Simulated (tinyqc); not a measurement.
AlGaN/GaN HEMT with access regions, lumped model: one step of the calculation.

A polarisation-induced electron sheet under a Schottky gate, in series with two ungated access regions and contacts. Drift law v = mu E/(1 + mu E/vs) under the gate. Currents in mA/mm, resistances in ohm mm. No self-heating, no channel-length modulation; fits for polarisation, barrier and offset are chosen for the exercise.

Task. Polarisation charge, threshold and sheet resistance. sigma = (5e13 x + 1.6e13 x^2) cm^-2, phiB = 0.84 + 1.3 x, dEc = 0.7 (1.71 x + x^2) in volts, Cb = eps0 eps_r/d, VT = phiB - dEc - q sigma/Cb, access density n0 = -Cb VT/q. Rsh = 1/(q mu n0); largest access current q n0 vs.

Values chosen for this exercise; values close to those of AlGaN/GaN structures:
- x = 0.25 (aluminium share of the barrier)
- d = 15 nm (barrier thickness)
- eps_r = 9.4 (relative permittivity of barrier and channel)
- mu = 1500 cm^2/(V s) (channel mobility)
- vs = 1.4e7 cm/s (saturation velocity)

Constants: q = 1.602176634e-19 C, eps0 = 8.8541878128e-14 F/cm where lengths are in cm. Results are converted to the units shown.

Find: sigma; Cb; VT; n0; Rsh; q n0 vs.

Result.

sigma = 1.3500e13 cm^-2
Cb = 0.55486 uF/cm^2
VT = -3.0762 V
n0 = 1.0653e13 cm^-2
Rsh = 390.58 ohm
q n0 vs = 2389.6 mA/mm

Program tinyqc, `OMP_NUM_THREADS=1 python tinyqc.py 2570067 2570068 out.jsonl`; Intel Xeon 2.30GHz, shared host, one thread, about 0.02 s.
